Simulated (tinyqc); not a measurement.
Alloy A(1-x)B(x) by interpolation with bowing: one step. Where the valleys cross. Three cases, with inputs chosen for the exercise.

Problem. The difference of two gaps is a quadratic q2 x^2 + q1 x + q0 with q2 = C_i - C_j, q1 = (E_B - E_A - C)_i - (E_B - E_A - C)_j, q0 = E_A,i - E_A,j; give its roots between 0 and 1 (a dash: none).

Each gap follows E(x) = (1 - x) E_A + x E_B - C x (1 - x); the lattice constant follows Vegard, a(x) = (1 - x) a_A + x a_B.

Case 1.

Values chosen (A near GaAs, B near AlAs; the results hold for these values, not for the real material): Eg = (1.511, 3.139) eV (gap at Gamma to the s-like level of A, B); EgX = (1.978, 2.243) eV (gap to the lowest valley along Gamma-X of A, B); EgL = (1.808, 2.425) eV (gap to L of A, B); C = (0.413, 0.054, 0) eV (bowing of the Gamma, X and L gaps).

Case 2.

Values chosen (A near AlAs, B near InAs; the results hold for these values, not for the real material): Eg = (3.078, 0.412) eV (gap at Gamma to the s-like level of A, B); EgX = (2.251, 1.426) eV (gap to the lowest valley along Gamma-X of A, B); EgL = (2.489, 1.136) eV (gap to L of A, B); C = (0.678, 0.04, 0.03) eV (bowing of the Gamma, X and L gaps).

Case 3.

Values chosen (A near GaAs, B near GaSb; the results hold for these values, not for the real material): Eg = (1.51, 0.804) eV (gap at Gamma to the s-like level of A, B); EgX = (1.997, 1.133) eV (gap to the lowest valley along Gamma-X of A, B); EgL = (1.806, 0.868) eV (gap to L of A, B); C = (1.539, 1.106, 1.13) eV (bowing of the Gamma, X and L gaps).

Give: Crossings.

Solution.

Case 1.

Crossings:
```
pair        q2      q1      q0  first root  second root
Gamma-X  0.359   1.004  -0.467      0.4062            -
Gamma-L  0.413   0.598  -0.297      0.3910            -
X-L      0.054  -0.406   0.170      0.4451            -
```

The lowest valley changes at x = 0.391 (Gamma to L, gap 2.049 eV) and x = 0.445 (L to X, gap 2.083 eV). The middle valley is lowest only in a narrow window, which small changes of the inputs would close. The other crossings lie above the lowest valley.

Case 2.

Crossings:
```
pair        q2      q1      q0  first root  second root
Gamma-X  0.638  -2.479   0.827      0.3686            -
Gamma-L  0.648  -1.961   0.589      0.3381            -
X-L      0.010   0.518  -0.238      0.4555            -
```

The lowest valley changes at x = 0.369 (X to Gamma, gap 1.938 eV). The other crossings lie above the lowest valley.

Case 3.

Crossings:
```
pair         q2      q1      q0  first root  second root
Gamma-X   0.433  -0.275  -0.487           -            -
Gamma-L   0.409  -0.177  -0.296           -            -
X-L      -0.024   0.098   0.191           -            -
```

The lowest valley is Gamma at every x.

Computed by tinyqc, one run a case: `OMP_NUM_THREADS=1 python tinyqc.py N N+1 out.jsonl` with N = 1080937, 1080994, 1081038; one thread of a shared Intel(R) Xeon(R) Processor @ 2.30GHz, about 0.01 s a run at most.
